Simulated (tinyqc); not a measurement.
Composition profile: interdiffusion in a binary couple: Darken equations, Kirkendall shift and Boltzmann-Matano analysis. Computed by tinyqc, a small Python program. Command: `OMP_NUM_THREADS=1 python tinyqc.py 3028360 3028361 out.jsonl darken walk`. One thread of a shared host (Intel(R) Xeon(R) Processor @ 2.30GHz), about 0.02 s of CPU time with the checks.

x is the mole fraction of B; the molar volume is constant, and the two halves are long enough to count as infinite.

Inputs (values chosen for the exercise, for a model alloy A-B):

| quantity | value | unit |
|---|---|---|
| tracer diffusivity D*_A(0) | 1.1e-13 | m^2/s |
| tracer diffusivity D*_B(0) | 4.6e-13 | m^2/s |
| slope k of ln D* with x | -0.71 | - |
| regular-solution parameter W | -0.15 | eV |
| temperature T | 1110 | K |
| left composition x_L | 0.15 | - |
| right composition x_R | 0.49 | - |
| time t | 9100 | s |

Vacancy-wind correction: Manning, fcc.

Constants: k_B = 8.617333262e-05 eV/K.

Method:
- D*_i(x) = D*_i(0) exp(k x); thermodynamic factor Phi = 1 - 2 W x (1 - x)/(k_B T); with f0 = 0.7815, M0 = 2 f0/(1 - f0), den = M0 ((1 - x) D*_A + x D*_B): D_A = D*_A Phi [1 + 2 (1 - x)(D*_A - D*_B)/den], D_B = D*_B Phi [1 - 2 x (D*_A - D*_B)/den]; interdiffusion D~ = x D_A + (1 - x) D_B.
- With lambda = z/sqrt(t), the profile solves d/dlambda (D~ dx/dlambda) + (lambda/2) dx/dlambda = 0 with x = x_L and x_R far to the left and right; z = 0 is the original interface. It is solved as a boundary-value problem in y = lambda/sqrt(D~ at the mean composition) on -12 < y < 12 (collocation, tolerance 1e-8).
- The last column is the error-function profile for a constant D~ taken at the mean composition.

D~ at the mean composition = 5.1151e-13 m^2/s

Profile at time t:

| y | z (um) | x | dx/dz (1/um) | x for constant D~ |
|---|---|---|---|---|
| -3.0 | -204.68 | 0.15655 | 0.0001588 | 0.15576 |
| -2.0 | -136.45 | 0.17786 | 0.0005086 | 0.17674 |
| -1.5 | -102.34 | 0.19950 | 0.0007660 | 0.19910 |
| -1.0 | -68.23 | 0.23026 | 0.0010350 | 0.23152 |
| -0.5 | -34.11 | 0.26964 | 0.0012618 | 0.27302 |
| 0.0 | 0.00 | 0.31522 | 0.0013895 | 0.32000 |
| 0.5 | 34.11 | 0.36275 | 0.0013702 | 0.36698 |
| 1.0 | 68.23 | 0.40679 | 0.0011854 | 0.40848 |
| 1.5 | 102.34 | 0.44218 | 0.0008756 | 0.44090 |
| 2.0 | 136.45 | 0.46624 | 0.0005399 | 0.46326 |
| 3.0 | 204.68 | 0.48629 | 0.0001176 | 0.48424 |

What does the comparison show, and why?

At the original interface x = 0.3152, against the mean 0.3200. D~ is 0.735 times as large at x_R as at x_L, so the profile is flatter and reaches further on the left.
